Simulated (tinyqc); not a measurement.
Mass and degeneracy from charge and saturation current.

Inverse problem. At high drain voltage only states moving towards the drain are filled: n = (N0/2) F_0(eta), N0 = gv m kB T/(pi hbar^2), F_0(x) = ln(1 + exp x), and I = q (N0/2) vT F_(1/2)(eta) per width, vT = sqrt(2 kB T/(pi m)), F_(1/2)(x) = (2/sqrt(pi)) int_0^infinity u^(1/2)/(1 + exp(u - x)) du. Find eta and m.

Parameters, values chosen for the exercise: temperature T = 77 K; valley degeneracy gv = 4.

Constants: q = 1.602176634e-19 C, kB = 1.380649e-23 J/K, hbar = 1.054571817e-34 J s, m0 = 9.1093837015e-31 kg. Results are converted to the units shown.

n = 3.9141326e12 cm^-2
I = 891.59725 uA/um

Solution. The mass drops out of I^2/(q^2 n) = gv (kB T)^2 F_(1/2)^2/(pi^2 hbar^2 F_0), which rises with eta and so fixes it; n then gives m.

eta = 5.600
m = 0.1260 m0

tinyqc, about 0.01 s, one thread, Intel Xeon 2.30GHz (shared host): `OMP_NUM_THREADS=1 python tinyqc.py 2400056 2400057 out.jsonl`
